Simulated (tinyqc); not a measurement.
Virtual-crystal alloy in the empirical-pseudopotential method, step by step. Values are carried at full precision from step to step, so a last printed digit may differ when a step is redone from the rounded ones.

Virtual crystal A(1-x)B(x): a = (1 - x) a_A + x a_B. Rule linear: V = (1 - x) V_A + x V_B. Rule volume: V = [(1 - x) a_A^3 V_A + x a_B^3 V_B]/a^3, since a form factor is an atomic potential divided by the cell volume.

Constants: hbar^2/2m0 = 3.80998211 eV angstrom^2; Ry = 13.60569312 eV.

Values chosen for the exercise (classic local form factors of the size used for Si (A) and Ge (B), which place X and L only to a few tenths of an eV; not measured data):

| symbol | value | unit | meaning |
|---|---|---|---|
| a | (5.429, 5.661) | angstrom | lattice constants of A, B |
| VSA | (-0.205, 0.039, 0.08) | Ry | symmetric form factors of A |
| VAA | (0, 0, 0) | Ry | antisymmetric form factors of A |
| VSB | (-0.224, 0.01, 0.061) | Ry | symmetric form factors of B |
| VAB | (0, 0, 0) | Ry | antisymmetric form factors of B |
| rule | linear |  | mixing rule |
| x | 0.5 |  | fraction of B |

## The virtual crystal

Form a, the two weights and the form factors.

a = 5.5450 angstrom

weights of A and B: 0.50000  0.50000

VS at 3, 8, 11 (Ry): -0.21450  0.02450  0.07050

VA at 3, 4, 11 (Ry): 0.00000  0.00000  0.00000

## The six lowest plane waves at X

Empirical pseudopotential on the fcc lattice, atoms at +/- tau, tau = a (1,1,1)/8, no spin-orbit coupling. H(G,G') = c (2 pi/a)^2 |k + G|^2 delta + VS(q) cos(q.tau) + i VA(q) sin(q.tau), q = G - G', c = hbar^2/2m0; k and G in units of 2 pi/a; VS at |q|^2 = 3, 8, 11 and VA at 3, 4, 11, in rydberg, zero elsewhere. At each k the basis holds all G with |k + G|^2 up to 16; energies are counted from the fourth level at Gamma.

k = (1,0,0) with the small basis G = (0,0,0), (-2,0,0), (-1,1,1), (-1,-1,-1), (-1,1,-1), (-1,-1,1) in place of the full one.

H in this small basis (eV), lower triangle:
```
           000    -200  -1+1+1  -1-1-1  -1+1-1  -1-1+1
000      4.892
-200         0   4.892
-1+1+1  -2.064   2.064   9.784
-1-1-1   2.064  -2.064  -0.333   9.784
-1+1-1  -2.064  -2.064       0       0   9.784
-1-1+1  -2.064  -2.064       0       0   0.333   9.784
```

## Levels in the small basis

Diagonalise; the gap between the fourth and fifth level is a first estimate of the direct gap at X.

levels (absolute scale of H) (eV): 2.620  2.620  9.451  9.451  12.389  12.389

gap = 2.939 eV

The full basis gives 3.741 eV for this gap.

## The lowest conduction band along Gamma-X and at L

Full basis at each k.

Levels (eV):

| k | band 3 | band 4 | band 5 | band 6 |
|---|---|---|---|---|
| L | -1.204 | -1.204 | 1.354 | 3.971 |
| (0.00,0,0) | 0.000 | 0.000 | 2.675 | 3.346 |
| (0.20,0,0) | -0.526 | -0.526 | 2.750 | 3.794 |
| (0.40,0,0) | -1.424 | -1.424 | 1.800 | 4.074 |
| (0.60,0,0) | -2.202 | -2.202 | 1.095 | 2.631 |
| (0.70,0,0) | -2.478 | -2.478 | 0.883 | 2.010 |
| (0.80,0,0) | -2.677 | -2.677 | 0.780 | 1.517 |
| (0.85,0,0) | -2.742 | -2.742 | 0.768 | 1.322 |
| (0.90,0,0) | -2.792 | -2.792 | 0.785 | 1.152 |
| (1.00,0,0) | -2.833 | -2.833 | 0.908 | 0.908 |

On these points band 5 is lowest at (0.85,0,0), 0.768 eV above the valence top: in this model the gap is indirect, by a margin of 1906 meV.

## Checks

- Fifth band at (0.85,0,0) against the equivalent point (0,0,-0.85), on the absolute scale of H (eV): both 10.9092.

(tinyqc, `OMP_NUM_THREADS=1 python tinyqc.py 1051421 1051422 out.jsonl`, Intel(R) Xeon(R) Processor @ 2.30GHz, 1 thread, shared host, about 0.2 s.)
